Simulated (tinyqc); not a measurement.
Permittivity and interface capacitance from two thicknesses.

Question. 1/C = t/(eps0 ek) + 2/ci for planar capacitors that differ only in thickness. Find ek, ci and the EOT of the interfaces, 2 x 3.9 eps0/ci.

Constants: eps0 = 8.8541878128e-14 F/cm where lengths are in cm. Results are converted to the units shown.

C at t = 3.2 and 9.5 nm (uF/cm^2): 8.8870553  3.0292402

Solution. 1/C is a straight line in t: the slope gives ek and the intercept 2/ci. A single thickness would give only the effective permittivity; when the interfaces are a small part of 1/C, ci needs very accurate data.

ek = 32.70
ci = 1000 uF/cm^2
EOT of the interfaces = 0.006906 nm

Program tinyqc, `OMP_NUM_THREADS=1 python tinyqc.py 2102062 2102063 out.jsonl`; Intel Xeon 2.30GHz, shared host, one thread, about 0.01 s.
